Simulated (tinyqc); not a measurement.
Ferroelectric switching by domains, Kolmogorov-Avrami-Ishibashi kinetics with Merz's law: one step of the calculation.

A film poled to -Ps gets a pulse V of length t. Field E = V/d, characteristic time tau = t0 exp(Ea/E). The switched share is f = 1 - exp(-(t/tau)^m). P = Ps (2 f - 1).

Question. Field and characteristic time. E = V/d, tau = t0 exp(Ea/E).

Parameters, values chosen for the exercise: time prefactor t0 = 0.94 ns; activation field Ea = 4600 kV/cm; film thickness d = 15 nm; pulse voltage V = 1.6 V.

Wanted: E; tau.

Answer.

E = 1066.7 kV/cm
tau = 70.149 ns

Numbers from tinyqc (`OMP_NUM_THREADS=1 python tinyqc.py 2860040 2860041 out.jsonl`; about 0.01 s on one thread of a shared Intel Xeon 2.30GHz).
